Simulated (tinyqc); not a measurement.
From results back to parameters: six-band Luttinger-Kohn model with strain. Two cases, with inputs chosen for the exercise.

Problem. A layer on a (001) face has exx = eyy = e_par and ezz = -2 (C12/C11) e_par. Its valence edges are E(HH) = -P - Q and E(LH), E(SO) = -P + (Q - Dso +/- sqrt(Dso^2 + 2 Dso Q + 9 Q^2))/2 with P = -av tr(e), Q = -(b/2)(exx + eyy - 2 ezz), counted from the unstrained top.

Case 1.

Values chosen (near those of InAs; the results hold for these values, not for the real material): Dso = 0.371 eV (spin-orbit splitting); C11 = 79.8 GPa; C12 = 45.1 GPa; e_par = 0.0148 (in-plane strain of a (001) layer).

E(HH), E(LH), E(SO) (eV): -0.0409144  0.0801815  -0.3712674

Case 2.

Values chosen (near those of Si; the results hold for these values, not for the real material): Dso = 0.043 eV (spin-orbit splitting); C11 = 164.6 GPa; C12 = 65.5 GPa; e_par = -0.0128 (in-plane strain of a (001) layer).

E(HH), E(LH), E(SO) (eV): 0.0089780  -0.0165162  -0.1492089

Find: ezz; P; Q; av; b.

Solution. The three edges add up to -3 P - Dso, which gives P; E(HH) then gives Q; av = -P/tr(e) and b = -Q/(e_par - ezz).

Case 1.

ezz = -0.016729
P = -0.01300 eV
Q = 0.05391 eV
av = 1.01 eV
b = -1.71 eV

Case 2.

ezz = 0.010187
P = 0.03792 eV
Q = -0.04689 eV
av = 2.46 eV
b = -2.04 eV

Computed by tinyqc, one run a case: `OMP_NUM_THREADS=1 python tinyqc.py N N+1 out.jsonl` with N = 1080595, 1080606; one thread of a shared Intel(R) Xeon(R) Processor @ 2.30GHz, about 0.08 s a run at most.
